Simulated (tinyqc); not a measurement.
# Gate work function from the charge

Question. For an undoped double gate, Q = 8 eps0 eps_r Vt beta tan(beta)/ts with 0 < beta < pi/2, and at the source (Vg - dphi)/(2 Vt) - ln[(2/ts) sqrt(2 eps0 eps_r Vt/(q ni))] = ln(beta) - ln(cos beta) + 2 r beta tan(beta), r = eps_r tox/(eox ts). Find beta and dphi.

Values chosen for this exercise; material values close to those of gallium arsenide:
```
symbol  value  unit                                      meaning
T         300     K                                  temperature
eps_r    12.9         relative permittivity of the semiconductor
eox      24.4        relative permittivity of the gate insulator
tox       3.5    nm                          insulator thickness
ts          6    nm                               body thickness
Vg       1.17     V                                 gate voltage
```

Constants: q = 1.602176634e-19 C, kB = 1.380649e-23 J/K, Vt = kB T/q, eps0 = 8.8541878128e-14 F/cm where lengths are in cm. Results are converted to the units shown.

Qs = 4611.8120 nC/cm^2
ni = 1.5881746e6 cm^-3

Answer. beta tan(beta) rises from 0 without bound on the interval, so the charge fixes beta; the second relation is then explicit in dphi. At this charge the surface density passes 0.3 Nc, so the classical Boltzmann model is only formal.

beta = 1.45
dphi = -0.0700 V

Numbers from tinyqc (`OMP_NUM_THREADS=1 python tinyqc.py 2440067 2440068 out.jsonl`; about 0.01 s on one thread of a shared Intel Xeon 2.30GHz).
